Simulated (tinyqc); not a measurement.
# Barrier height from two thicknesses

Inverse problem. Through a thick flat barrier T = c exp(-2 kappa t) with a prefactor c that does not depend on t, and kappa = sqrt(m1 phi1/C), C = hbar^2/(2 m0). Find kappa, the decades lost for each nanometre, c and phi1.

Inputs (values chosen for the exercise): tunnelling mass of layer 1 m1 = 0.51 m0.

Constants: q = 1.602176634e-19 C, hbar = 1.054571817e-34 J s, m0 = 9.1093837015e-31 kg, hbar^2/(2 m0) = 0.0380998212 eV nm^2. Results are converted to the units shown.

T at t = 0.9 and 2.9 nm: [1.1968151e-5, 6.5400400e-17]

Solution. The ratio of the two values removes c: kappa = ln(T_a/T_b)/(2 (t_b - t_a)).

kappa = 6.48 1/nm
decades a nanometre = 5.63
c = 1.40
phi1 = 3.14 eV

Numbers from tinyqc (`OMP_NUM_THREADS=1 python tinyqc.py 2540085 2540086 out.jsonl`; about 0.02 s on one thread of a shared Intel Xeon 2.30GHz).
